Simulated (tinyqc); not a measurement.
Inside a calculation. Method: CCSD on RHF in the 6-31g basis, for H2, spin multiplicity 1. One step of it, computed by the program tinyqc.

Problem. Iteration 1: building the Fock matrix. J_ij = sum D_kl (ij|kl), K_ij = sum D_kl (ik|jl); F = H + J - 0.5 K; E = tr D H + tr D J / 2 - 0.25 tr D K + E_nn.

D at the start:
```
           1H 1s     1H 2s      2H 1s     2H 2s
1H 1s   0.271331  0.296652  -0.007877  0.003169
1H 2s   0.296652  0.324847   0.003169  0.016359
2H 1s  -0.007877  0.003169   0.271331  0.296652
2H 2s   0.003169  0.016359   0.296652  0.324847
```

core Hamiltonian H = T + V (hartree):
```
           1H 1s      1H 2s      2H 1s      2H 2s
1H 1s  -0.841119  -0.857820  -0.581222  -0.657171
1H 2s  -0.857820  -0.885036  -0.657171  -0.778089
2H 1s  -0.581222  -0.657171  -0.841119  -0.857820
2H 2s  -0.657171  -0.778089  -0.857820  -0.885036
```

Two-electron integrals (ij|kl) in chemists' order, unique and non-zero (hartree):
```
(11|11) 1.076566   (21|11) 0.578470   (21|21) 0.329423   (22|11) 0.587396
(22|21) 0.361304   (22|22) 0.453150   (31|11) 0.270304   (31|21) 0.156115
(31|22) 0.174151   (31|31) 0.097033   (32|11) 0.277454   (32|21) 0.171061
(32|22) 0.212906   (32|31) 0.113700   (32|32) 0.152142   (33|11) 0.567505
(33|21) 0.358986   (33|22) 0.463265   (33|31) 0.270304   (33|32) 0.385930
(33|33) 1.076566   (41|11) 0.385930   (41|21) 0.220895   (41|22) 0.244227
(41|31) 0.113700   (41|32) 0.127830   (41|33) 0.277454   (41|41) 0.152142
(42|11) 0.435555   (42|21) 0.270036   (42|22) 0.344773   (42|31) 0.146375
(42|32) 0.190076   (42|33) 0.435555   (42|41) 0.190076   (42|42) 0.283327
(43|11) 0.358986   (43|21) 0.225857   (43|22) 0.292814   (43|31) 0.156115
(43|32) 0.220895   (43|33) 0.578470   (43|41) 0.171061   (43|42) 0.270036
(43|43) 0.329423   (44|11) 0.463265   (44|21) 0.292814   (44|22) 0.391185
(44|31) 0.174151   (44|32) 0.244227   (44|33) 0.587396   (44|41) 0.212906
(44|42) 0.344773   (44|43) 0.361304   (44|44) 0.453150
```

nuclear repulsion = 0.58602127 hartree

Give: Coulomb J; exchange K; Fock matrix F; total energy of this density.

Solution.

Coulomb J (hartree):
```
       1H 1s  1H 2s  2H 1s  2H 2s
1H 1s  1.358  0.805  0.450  0.567
1H 2s  0.805  0.959  0.567  0.790
2H 1s  0.450  0.567  1.358  0.805
2H 2s  0.567  0.790  0.805  0.959
```

exchange K (hartree):
```
       1H 1s  1H 2s  2H 1s  2H 2s
1H 1s  0.892  0.728  0.519  0.608
1H 2s  0.728  0.709  0.608  0.660
2H 1s  0.519  0.608  0.892  0.728
2H 2s  0.608  0.660  0.728  0.709
```

Fock matrix F (hartree):
```
        1H 1s   1H 2s   2H 1s   2H 2s
1H 1s   0.071  -0.417  -0.391  -0.394
1H 2s  -0.417  -0.280  -0.394  -0.318
2H 1s  -0.391  -0.394   0.071  -0.417
2H 2s  -0.394  -0.318  -0.417  -0.280
```

total energy of this density = -0.77486 hartree

This density is the starting one; it is not idempotent, so its energy is not variational and may lie below the converged one.
